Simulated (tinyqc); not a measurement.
Equation-of-state fits to an energy-volume table made by a known binding curve. From one set of inputs to another, one input at a time. Computed by tinyqc, a small Python program. Command: `OMP_NUM_THREADS=1 python tinyqc.py 3023746 3023747 out.jsonl eosfit ladder`. One thread of a shared host (Intel(R) Xeon(R) Processor @ 2.30GHz), about 0.06 s of CPU time with the checks.

With x = (V/V_0)^(1/3), the energy per atom is E = D [exp(-2 eta (x - 1)) - 2 exp(-eta (x - 1))], so that B0 = 2 D eta^2/(9 V_0) and B' = 1 + eta. B' = dB/dP at P = 0.

The inputs printed are set A. Inputs not listed in the table keep their values of set A, so the rows need not describe a real material.

Inputs (values chosen for the exercise, for a model crystal):
```
quantity                                 value             unit
cohesive energy D                         1.67          eV/atom
true volume V_0                           32.2  angstrom^3/atom
stiffness eta                             4.69                -
half-width of the volume window w         0.06                -
shift of the window centre s             0.018                -
points N                                     5                -
compression V/V_0 for the pressure test    0.9                -
noise amplitude                          0.072              meV
```

Binding curve: Morse. Noise: added.

numbers xi_j, drawn evenly from -1 to 1: -0.4922  0.2775  0.6161  0.1722  -0.3022  -0.8806  0.5419  -0.4273  -0.1274  -0.3516  -0.5732  0.9081  -0.1918  -0.1247  0.9439  -0.0821  0.1159  0.4107  0.2363  0.0789  0.5035

Constants: 1 eV/angstrom^3 = 160.2176634 GPa.

Method:
- B0 and B' from the formulas above; P = -dE/dV at V = c V_0 (c the compression chosen), from the curve itself.
- Table: V_j = V_0 [1 + s + w (2 j/(N - 1) - 1)], j = 0..N-1, rounded to 0.001; E_j from the curve plus the noise amplitude times the listed numbers xi_j (xi_0 first), rounded to 1e-7 eV.
- Third-order Birch-Murnaghan is a cubic in u = V^(-2/3): fit it by linear least squares, find the minimum, and take B0 = V E''(V), B' = -1 - V E'''/E'' there.
- Errors are fitted minus exact, relative; the pressure at c V_0 uses P = (3 B0/2) (x^7 - x^5) [1 + (3/4)(B' - 4)(x^2 - 1)], x = (V0/V)^(1/3) with the fitted values.

Each row keeps all changes above it:
```
input moved                              from    to  exact B'  fitted B0 (GPa)  fitted pressure at c V_0 (GPa)
set A                                       -     -      5.69            40.39                            5.73
cohesive energy D (eV/atom)              1.67  4.27      5.69           103.62                           14.72
compression V/V_0 for the pressure test   0.9   0.7      5.69           103.62                          101.43
half-width of the volume window w        0.06  0.16      5.69           103.51                          101.29
stiffness eta                            4.69  3.12      4.12            45.78                           34.26
true volume V_0 (angstrom^3/atom)        32.2  9.03      4.12           163.24                          122.17
```

Which inputs carry the difference?

Exact B' goes from 5.69 to 4.12, a factor 0.724 in all. The largest single move comes from stiffness eta (a factor 0.724). Fitted B0 goes from 40.4 to 163, a factor 4.04 in all. The largest single move comes from true volume V_0 (a factor 3.57), and stiffness eta works against it (a factor 0.442). Fitted pressure at c V_0 goes from 5.73 to 122, a factor 21.3 in all. The largest single move comes from compression V/V_0 for the pressure test (a factor 6.89), and stiffness eta works against it (a factor 0.338). The single moves hold for this order of the switches; the total does not depend on the order.

Extremes, crossings and ranges named in words are read from the listed rows.
